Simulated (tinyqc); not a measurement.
Doping and flat-band voltage from two insulator thicknesses.

Inverse problem. A junctionless wire is fully depleted at VT = Vfb - q Nd R^2/(4 eps0 eps_r) - q Nd R^2 ln(1 + tox/R)/(2 eps0 eox). Find Nd and Vfb.

Parameters, values chosen for the exercise; material values close to those of silicon:
```
symbol  value  unit                                      meaning
eps_r    11.7         relative permittivity of the semiconductor
eox        22        relative permittivity of the gate insulator
R          30    nm                                  wire radius
```

Constants: q = 1.602176634e-19 C, eps0 = 8.8541878128e-14 F/cm where lengths are in cm. Results are converted to the units shown.

VT at tox = 3.6 and 7.9 nm (V): [0.16007069, 0.11549805]

Answer. The difference of the thresholds is proportional to Nd and holds no Vfb.

Nd = 1.00e18 cm^-3
Vfb = 0.550 V

Program tinyqc, `OMP_NUM_THREADS=1 python tinyqc.py 2460063 2460064 out.jsonl`; Intel Xeon 2.30GHz, shared host, one thread, about 0.01 s.
